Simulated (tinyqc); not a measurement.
Dispersion against the sound-wave line: Born-von Karman spring model of a cubic crystal with one atom per cell. Computed by tinyqc, a small Python program. Command: `OMP_NUM_THREADS=1 python tinyqc.py 3028618 3028619 out.jsonl springs walk`. One thread of a shared host (Intel(R) Xeon(R) Processor @ 2.30GHz), about 0.1 s of CPU time with the checks.

First neighbours lie at a/2 (1,1,1) (8 of them), second at a (1,0,0) (6), with all permutations and signs; the volume per atom is Omega = a^3/2.

Inputs (values chosen for the exercise, for a model crystal):

| quantity | value | unit |
|---|---|---|
| atomic mass M | 93.6 | u |
| radial spring k1L | 0.4 | eV/angstrom^2 |
| transverse spring k1T | 0.021 | eV/angstrom^2 |
| radial spring k2L | 0.34 | eV/angstrom^2 |
| transverse spring k2T | -0.0049 | eV/angstrom^2 |

Lattice: bcc.

Constants: nu for 1 eV/(angstrom^2 u) = 15.6333042 THz.

Method:
- A neighbour at R with unit vector n couples by the matrix K(R) = kL n n^T + kT (1 - n n^T), and D(q) = (1/M) sum_R K(R) [1 - cos(q.R)].
- An eigenvalue lambda of D in eV/(angstrom^2 u) gives nu = 15.6333042 THz x sqrt(lambda).
- The last column divides the top branch by the straight line with its slope at G. End points in 2 pi/a: H = (1, 0, 0), N = (0.5, 0.5, 0).

Frequencies (THz) along two lines:

| line | fraction of the way | nu 1 | nu 2 | nu 3 | nu 3 / linear |
|---|---|---|---|---|---|
| G-H | 0.10 | 0.3818 | 0.3818 | 0.6998 | 0.98735 |
| G-H | 0.25 | 0.9359 | 0.9359 | 1.6361 | 0.92337 |
| G-H | 0.40 | 1.4423 | 1.4423 | 2.3105 | 0.81498 |
| G-H | 0.55 | 1.8733 | 1.8733 | 2.6501 | 0.67983 |
| G-H | 0.70 | 2.2030 | 2.2030 | 2.6853 | 0.54124 |
| G-H | 0.85 | 2.4102 | 2.4102 | 2.5596 | 0.42487 |
| G-H | 1.00 | 2.4810 | 2.4810 | 2.4810 | 0.35004 |
| G-N | 0.10 | 0.2698 | 0.3105 | 0.4749 | 0.99589 |
| G-N | 0.25 | 0.6601 | 0.7595 | 1.1618 | 0.97450 |
| G-N | 0.40 | 1.0139 | 1.1665 | 1.7844 | 0.93549 |
| G-N | 0.55 | 1.3116 | 1.5091 | 2.3085 | 0.88016 |
| G-N | 0.70 | 1.5369 | 1.7683 | 2.7050 | 0.81033 |
| G-N | 0.85 | 1.6772 | 1.9298 | 2.9520 | 0.72827 |
| G-N | 1.00 | 1.7249 | 1.9846 | 3.0359 | 0.63662 |

Along G-H the top branch ends at 35 % of its linear extrapolation. Along G-N the top branch ends at 64 % of its linear extrapolation, which is the 2/pi of a pure sine: planes normal to this line couple to their next planes alone. A Debye model keeps the straight line throughout.
